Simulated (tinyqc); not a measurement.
Comparisons within one model: Bethe-Salpeter matrix of a two-band chain (Tamm-Dancoff form). A value that a table varies takes the place of the one given here.

One valence and one conduction band, lattice period 1, mesh k = 2 pi j/N. Pair energies D(k) = Eg + 2 t sum(1 - cos k), t = tc + tv. Screened attraction W(R) = U at R = 0 and V/|R| otherwise, R over the N cells with the nearest image; W(q) = sum_R W(R) cos(q R). H(k, k') = D(k) delta - W(k - k')/Nk + 2 J/Nk for singlets (J = 0 for triplets), Nk the number of k points. With a constant transition dipole the strength of a state is f = (sum_k A_k)^2/Nk, and the f sum to 1.

Values chosen for the exercise: Eg = 2.3 eV (quasiparticle gap); tc = 0.59 eV (conduction hopping); tv = 0.57 eV (valence hopping); U = 1.37 eV (attraction in the same cell); V = 0 eV (attraction at one cell distance); J = 0.42 eV (exchange in the same cell); fs = (0.2, 0.4, 0.7, 1, 1.4, 2, 2.6) (scale factors of U and V).

## Convergence with the k mesh

Lowest triplet and singlet, and f of the singlet, against N.

Results:
```
N,Eg - E triplet (eV),Eg - E singlet (eV),f singlet
4,0.4963,0.1531,0.3311
6,0.4167,0.1114,0.2602
8,0.3890,0.0912,0.2295
12,0.3760,0.0728,0.2090
20,0.3743,0.0621,0.2124
40,0.3743,0.0598,0.2224
100,0.3743,0.0598,0.2227
```

The coarsest mesh misjudges the singlet binding by +0.0934 eV against the finest: a mesh of N points along an axis repeats the pair every N cells. The triplet is within 1 meV of the last row from N = 20 on. The singlet is within 1 meV of the last row from N = 40 on. The more tightly bound triplet is the smaller object in R, so it needs no more points than the singlet.

## Strength of the attraction

Triplets, N = 100; U and V scaled together, as weaker screening would do. f is the weight at R = 0. For V = 0 the infinite chain has binding sqrt(4 t^2 + U^2) - 2t and f = U/sqrt(4 t^2 + U^2), t = tc + tv.

Results:
```
scale,U/t,binding (eV),f,Eg - second level (eV),contact formula (eV)
0.20,0.24,0.0161,0.117,-0.0016,0.0161
0.40,0.47,0.0638,0.230,-0.0014,0.0638
0.70,0.83,0.1904,0.382,-0.0013,0.1904
1.0,1.18,0.3743,0.508,-0.0012,0.3743
1.4,1.65,0.6902,0.637,-0.0012,0.6902
2.0,2.36,1.2703,0.763,-0.0012,1.2703
2.6,3.07,1.9309,0.838,-0.0012,1.9309
```

The binding grows with exponent 1.99 between scales 0.2 and 0.4 and 1.60 over the last two rows (for a weak contact attraction 2 in a chain and larger in a plane, where it binds exponentially weakly, 1 for a pair held in one cell). f rises from 0.117 to 0.838. On this mesh no second level lies below the gap. 

## Exciton band

Triplets, solved in the electron-hole distance R on a ring of 60 cells, total momentum Q: D = Eg + 2 tc (1 - cos(k + Q/2)) + 2 tv (1 - cos(k - Q/2)), so the hopping in R has size |t(Q)| = sqrt(tc^2 + tv^2 + 2 tc tv cos Q) and the continuum starts at Eg + 2 (tc + tv) - 2 |t(Q)|.

Results:
```
Q/pi,|t(Q)| (eV),continuum edge (eV),exciton (eV),binding (eV),weight at R = 0
0.000,1.1600,2.3000,1.9257,0.3743,0.508
0.167,1.1205,2.3790,1.9934,0.3856,0.522
0.333,1.0046,2.6107,2.1881,0.4226,0.563
0.500,0.8204,2.9793,2.4825,0.4968,0.641
0.667,0.5803,3.4595,2.8245,0.6349,0.763
0.833,0.3009,4.0183,3.1237,0.8946,0.916
1.000,0.0200,4.5800,3.2494,1.3306,1.000
```

The exciton band is 1.3237 eV wide, against 2.2800 eV for the edge of the continuum: binding narrows it, since electron and hole must hop together. The binding grows from 0.374 to 1.331 eV as |t(Q)| falls. Between the first two rows the exciton rises 0.86 times as much as the edge, so it is heavier than the free pair.

## What each parameter does

N = 100: lowest singlet, its binding and f, and the singlet-triplet splitting. Each row changes one parameter from the base and keeps the others.

Results:
```
case,singlet (eV),binding (eV),f,splitting (eV)
base,2.2402,0.0598,0.223,0.3145
Eg = 2.5 eV,2.4402,0.0598,0.223,0.3145
tc = 0.77 eV,2.2481,0.0519,0.194,0.2780
tv = 0.34 eV,2.2260,0.0740,0.274,0.3760
U = 1.64 eV,2.1659,0.1341,0.326,0.3871
V = 0.1 eV,2.1939,0.1061,0.233,0.3089
J = 0.63 eV,2.2973,0.0027,0.045,0.3716
```

The largest shifts from the base row, up to three for each result and ties (the steps differ in size, so this ranks the rows, not the parameters). singlet (eV): Eg +0.2000, U -0.0743, J +0.0571. binding (eV): U +0.0743, J -0.0571, V +0.0463; unchanged at the printed digits by Eg. f: J -0.177, U +0.103, tv +0.051; unchanged at the printed digits by Eg. splitting (eV): U +0.0725, tv +0.0615, J +0.0571; unchanged at the printed digits by Eg. At zero total momentum only the sum tc + tv enters.

tinyqc: `OMP_NUM_THREADS=1 python tinyqc.py 1282727 1282728 out.jsonl`; about 0.09 s, one thread, shared Intel(R) Xeon(R) Processor @ 2.30GHz.
